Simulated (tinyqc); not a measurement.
Inside a calculation. Method: MP2 on RHF in the sto-6g basis, for H2, spin multiplicity 1. One step of it, computed by the program tinyqc.

Question. Integrals over molecular orbitals. (pq|rs) = sum C_ip C_jq C_kr C_ls (ij|kl), one index at a time.

coefficients C:
```
            MO1        MO2
1H 1s  0.592055   0.933655
2H 1s  0.592055  -0.933655
```

core Hamiltonian H = T + V (hartree):
```
           1H 1s      2H 1s
1H 1s  -0.932642  -0.573273
2H 1s  -0.573273  -0.932642
```

Two-electron integrals (ij|kl) in chemists' order, unique and non-zero (hartree):
```
(11|11) 0.774999   (21|11) 0.255685   (21|21) 0.112814   (22|11) 0.439266
(22|21) 0.255685   (22|22) 0.774999
```

Give: one-electron integrals over orbitals h = C^T H C; Two-electron integrals over orbitals.

Answer.

one-electron integrals over orbitals h = C^T H C (hartree):
```
         1        2
1  -1.0557   0.0000
2   0.0000  -0.6265
```

Two-electron integrals over orbitals (pq|rs), unique and non-zero (hartree):
```
(11|11) 0.6052   (21|21) 0.2052   (22|11) 0.6042   (22|22) 0.6340
```
